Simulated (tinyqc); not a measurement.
Permittivity and interface capacitance from two thicknesses.

Inverse problem. 1/C = t/(eps0 ek) + 2/ci for planar capacitors that differ only in thickness. Find ek, ci and the EOT of the interfaces, 2 x 3.9 eps0/ci.

Constants: eps0 = 8.8541878128e-14 F/cm where lengths are in cm. Results are converted to the units shown.

C at t = 15 and 45 nm (uF/cm^2): 2.1321110  0.71826624

Solution. 1/C is a straight line in t: the slope gives ek and the intercept 2/ci. A single thickness would give only the effective permittivity; when the interfaces are a small part of 1/C, ci needs very accurate data.

ek = 36.70
ci = 270.0 uF/cm^2
EOT of the interfaces = 0.02558 nm

tinyqc, about 0.01 s, one thread, Intel Xeon 2.30GHz (shared host): `OMP_NUM_THREADS=1 python tinyqc.py 2102179 2102180 out.jsonl`
